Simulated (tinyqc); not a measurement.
# Trench capacitor in an array: capacitance, non-linearity, leakage and relaxation: what changes with what

A film between two metal electrodes, each interface adding a series capacitance ci. The small-signal permittivity is ek (1 + aq E^2); the field is found with the linear permittivity. Leakage J = J0 sinh(E/Ef). After a voltage step the film passes a relaxation current kr C V tt^(-nr), tt being the time in seconds. The sidewall is a coaxial capacitor with radii a = dm/2 - t and b = dm/2, depth AR dm; the end face is left out.

Parameters, values chosen for the exercise; permittivity of the order of that of zirconium oxide:
- ek = 35.1 (relative permittivity of the film)
- t = 4.5 nm (film thickness)
- ci = 160 uF/cm^2 (capacitance of each electrode interface (dead layer and screening))
- aq = 0.012 cm^2/MV^2 (quadratic field coefficient of the permittivity)
- V = 1.7 V (bias)
- nr = 0.979 (exponent of the relaxation current)
- kr = 0.0049 (strength of the relaxation)
- J0 = 1.5e-10 A/cm^2 (leakage prefactor)
- Ef = 0.41 MV/cm (field for an e-fold rise of the leakage)
- dm = 48 nm (diameter of the hole)
- AR = 50 (aspect ratio, depth over diameter)
- pt = 70 nm (pitch of the square array)
- rho = 1800 uohm cm (resistivity of the inner electrode)
- t0 = 1e-7 s (duration of the write pulse)

Constants: eps0 = 8.8541878128e-14 F/cm where lengths are in cm. Results are converted to the units shown.

Each table varies one quantity; the others keep the values above.

## Capacitance, non-linearity and leakage against thickness

Planar film: Cf = eps0 ek/t, 1/C = 1/Cf + 2/ci, EOT = 3.9 eps0/C, effective permittivity C t/eps0, E = (V/t) C/Cf; quadratic coefficient [C(V)/C - 1]/V^2 with Cf (1 + aq E^2) in C(V).

Capacitance, non-linearity and leakage against thickness:
```
t (nm)  C (uF/cm^2)  EOT (nm)  effective permittivity  E (MV/cm)  quadratic coefficient (ppm/V^2)  J (A/cm^2)
4.2          6.7731   0.50983                  32.128     3.7049                            51453   6.3027e-7
5.9          4.9421   0.69872                  32.932     2.7034                            28317   5.4778e-8
8.2          3.6186   0.95428                  33.512     1.9794                            15500   9.3695e-9
11           2.7289    1.2654                  33.903     1.4927                           8928.6   2.8573e-9
16           1.8963    1.8209                  34.268     1.0373                           4360.7  9.3557e-10
22           1.3881    2.4876                  34.491    0.75932                           2352.2  4.6617e-10
31          0.99011    3.4876                  34.666    0.54160                           1202.9  2.6102e-10
43          0.71628    4.8209                  34.786    0.39181                           631.71  1.6618e-10
60          0.51464    6.7098                  34.874    0.28151                           326.94  1.1128e-10
```

C falls from 6.77 to 0.515 uF/cm^2 while the effective permittivity goes from 32.1 to 34.9 (ek = 35.1). EOT is a straight line in t with slope 3.9/ek = 0.111 and intercept 0.0432 nm. The quadratic coefficient goes as t^(-1.76) between the first two rows and t^(-1.98) between the last two (-2 without interfaces), and J falls by 3.75 decades.

## Cell against the film thickness

Per length 1/c = ln(b/a)/(2 pi eps0 ek) + (1/a + 1/b)/(2 pi ci); cell capacitance c AR dm; per footprint over pt^2; fields c V/(2 pi eps0 ek r) at r = a and b; resistance of the inner electrode rho AR dm/(pi a^2); time constant R C/3 of the distributed line.

Cell against the film thickness:
```
t (nm)  cell capacitance (fF)  per footprint (uF/cm^2)  field at a (MV/cm)  field at b (MV/cm)  R (kohm)  R C/3 (ps)
1.5                     57.67                     1177               9.297               8.716     27.16       522.1
2                       45.09                    920.2               7.435               6.815     28.41       427.0
2.7                     34.32                    700.4               5.845               5.187     30.31       346.7
3.7                     25.32                    516.7               4.524               3.827     33.37       281.6
5                       18.60                    379.6               3.552               2.812     38.09       236.2
6.7                     13.52                    275.9               2.835               2.043     45.95       207.0
9                       9.544                    194.8               2.308               1.442     61.12       194.4
```

What does the comparison show?

As t goes from 1.5 to 9, the cell capacitance falls from 57.7 to 9.54 fF, the capacitance per footprint falls from 1180 to 195 uF/cm^2, the ratio of the two fields rises from 1.07 to 1.60 and R C/3 falls from 522 to 194 ps; the time constant goes as t^(-0.70) between the first two rows and t^(-0.21) between the last two.

## Charge lost after writing

Planar film: Cf = eps0 ek/t, 1/C = 1/Cf + 2/ci, EOT = 3.9 eps0/C, effective permittivity C t/eps0, E = (V/t) C/Cf. A capacitor written for t0 and then left open loses, as a share of C V, kr (tt^(1 - nr) - t0^(1 - nr))/(1 - nr) by relaxation and J tt/(C V) by leakage; both are taken as small, and rows far outside that range are left out.

The same in every row: leakage current (nA/cm^2) = 362.0.

Result of one run:
```
tt (s)  relaxation current (nA/cm^2)  loss by relaxation (%)  loss by leakage (%)  total loss (%)
1e-5                         4.158e6                   1.689             3.349e-5           1.689
```

What becomes of these results when the time since the start of the write pulse tt is changed from 1e-5 to 0.001 s, all else the same?

Result of the changed run:
```
tt (s)  relaxation current (nA/cm^2)  loss by relaxation (%)  loss by leakage (%)  total loss (%)
0.001                        4.581e4                   3.549             0.003349           3.553
```

The whole series:
```
tt (s)  relaxation current (nA/cm^2)  loss by relaxation (%)  loss by leakage (%)  total loss (%)
1e-6                         3.962e7                  0.8241             3.349e-6          0.8241
1e-5                         4.158e6                   1.689             3.349e-5           1.689
0.0001                       4.364e5                   2.597             3.349e-4           2.597
0.001                        4.581e4                   3.549             0.003349           3.553
0.01                            4808                   4.549              0.03349           4.583
0.1                            504.6                   5.599               0.3349           5.934
1                              52.96                   6.700                3.349           10.05
```

The two currents are equal at tt = 0.140 s. The loss by relaxation grows from 0.824 to 6.70 %, by 0.865 points over the first decade and 1.10 over the last, while the loss by leakage grows tenfold a decade. Relaxation is the larger loss in every row. For tt = 1 the falling voltage would already cut the leakage, so the linear estimate overstates the loss.

Numbers from tinyqc (`OMP_NUM_THREADS=1 python tinyqc.py 2102117 2102118 out.jsonl`; about 0.01 s on one thread of a shared Intel Xeon 2.30GHz).
